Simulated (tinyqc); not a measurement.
Worked calculation: CIS on RHF in the sto-3g basis, frozen core, for BeH2, spin multiplicity 1. One step of it, computed by the program tinyqc.

Question. CIS matrix, triplets. A(ia,jb) = (e_a - e_i) d_ij d_ab - (ij|ab).

orbital energies (hartree): [-4.519569, -0.457874, -0.421815, 0.211791, 0.211800, 0.462358, 0.947044]

Two-electron integrals over orbitals (pq|rs), unique and non-zero (hartree); the lowest 1 orbital is frozen and left out:
```
(22|22) 0.398694    (32|32) 0.164458    (33|22) 0.412037    (33|33) 0.435199
(42|22) 0.000470    (42|33) 0.000448    (42|42) 0.049450    (43|32) 0.000488
(43|43) 0.014677    (44|22) 0.369322    (44|33) 0.356711    (44|42) -0.001053
(44|44) 0.449866    (52|52) 0.049451    (53|53) 0.014674    (54|52) -0.000374
(54|54) 0.024252    (55|22) 0.369326    (55|33) 0.356713    (55|42) -0.000304
(55|44) 0.401359    (55|55) 0.449859    (62|22) -0.024745   (62|33) -0.047719
(62|42) -0.000110   (62|44) 0.052170    (62|55) 0.052179    (62|62) 0.077681
(63|32) -0.094739   (63|43) -0.000399   (63|63) 0.083451    (64|22) 0.000186
(64|33) -0.000086   (64|42) 0.047417    (64|44) -0.000295   (64|55) 0.000231
(64|62) 0.000846    (64|64) 0.050900    (65|52) 0.047427    (65|54) -0.000263
(65|65) 0.050909    (66|22) 0.397104    (66|33) 0.408135    (66|42) 0.001099
(66|44) 0.367461    (66|55) 0.367473    (66|62) -0.034959   (66|64) 0.000729
(66|66) 0.411898    (72|32) -0.044339   (72|43) -0.000475   (72|63) 0.061213
(72|72) 0.056589    (73|22) -0.005884   (73|33) -0.021130   (73|42) -0.000688
(73|44) 0.059171    (73|55) 0.059171    (73|62) 0.072999    (73|64) 0.000285
(73|66) -0.026449   (73|73) 0.082399    (74|32) -0.001172   (74|43) 0.013768
(74|63) 0.000690    (74|72) 0.000175    (74|74) 0.016549    (75|53) 0.013771
(75|75) 0.016539    (76|32) 0.142837    (76|43) 0.000558    (76|63) -0.095426
(76|72) -0.055790   (76|74) -0.001017   (76|76) 0.140749    (77|22) 0.428402
(77|33) 0.447185    (77|42) 0.000090    (77|44) 0.391241    (77|55) 0.391238
(77|62) -0.036778   (77|64) -0.000313   (77|66) 0.436154    (77|73) -0.011180
(77|77) 0.489171
```

Give: CIS matrix A, triplet.

Answer.

CIS matrix A, triplet (hartree), order 2>4, 2>5, 2>6, 2>7, 3>4, 3>5, 3>6, 3>7:
```
[[0.3003, 0.0000, -0.0002, 0.0000, 0.0000, 0.0000, 0.0000, 0.0012],
 [0.0000, 0.3003, 0.0000, 0.0000, 0.0000, 0.0000, 0.0000, 0.0000],
 [-0.0002, 0.0000, 0.5231, 0.0000, 0.0000, 0.0000, 0.0000, -0.1428],
 [0.0000, 0.0000, 0.0000, 0.9765, 0.0012, 0.0000, -0.1428, 0.0000],
 [0.0000, 0.0000, 0.0000, 0.0012, 0.2769, 0.0000, 0.0001, 0.0000],
 [0.0000, 0.0000, 0.0000, 0.0000, 0.0000, 0.2769, 0.0000, 0.0000],
 [0.0000, 0.0000, 0.0000, -0.1428, 0.0001, 0.0000, 0.4760, 0.0000],
 [0.0012, 0.0000, -0.1428, 0.0000, 0.0000, 0.0000, 0.0000, 0.9217]]
```
